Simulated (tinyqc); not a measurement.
# Worked calculation: cell-based percolation model of oxide breakdown

Numbers from tinyqc (`OMP_NUM_THREADS=1 python tinyqc.py 2070068 2070069 out.jsonl`; about 0.01 s on one thread of a shared Intel Xeon 2.30GHz). Printed values are rounded.

The oxide, of thickness n a, is cut into cubic cells. A cell is defective with the chance l = 1 - exp(-a^3 N), N = N1 (t/1 s)^al. A column of n defective cells breaks the oxide down, and the area holds M = A/a^2 independent columns: 1 - F = (1 - l^n)^M.

Values chosen for this exercise: edge of a cell a = 0.9 nm; cells across the oxide n = 2; area A = 7000 um^2; exponent of defect growth al = 0.67; defect density after 1 s N1 = 3.8e18 cm^-3.

## Critical defect density

At F = 1 - 1/e: l_c = (1 - exp(-1/M))^(1/n), N_bd = -ln(1 - l_c)/a^3, t63 = (N_bd/N1)^(1/al). W = ln(-ln(1 - F)); for small l, W = ln M + n ln(a^3 N), so the Weibull slope is n al.

thickness = 1.8 nm
M = 8.64198e9
l_c = 1.07571e-5
N_bd = 1.47560e16 cm^-3
N_bd times thickness = 2.65608e9 cm^-2
t63 = 2.52213e-4 s
n al = 1.34

## The distribution

```
point,t (s)
0,2.6e-7
1,1.5e-6
2,8.1e-6
3,4.5e-5
4,0.00015
5,0.00025
6,0.0005
```

N, l, F and W = ln(-ln(1 - F)) at each time; the slope is taken between the end points.

```
point,N (cm^-3),l,F,W
0,1.47169e14,1.07286e-7,9.94667e-5,-9.21564
1,4.76173e14,3.47130e-7,0.00104081,-6.86724
2,1.47390e15,1.07447e-6,0.00992750,-4.60746
3,4.64982e15,3.38971e-6,0.0945268,-2.30963
4,1.04175e16,7.59435e-6,0.392509,-0.69631
5,1.46691e16,1.06937e-5,0.627775,-0.01181
6,2.33396e16,1.70144e-5,0.918060,0.91700
```

slope = 1.34000

The slope is within 0.01 % of n al, since l grows a little more slowly than N.
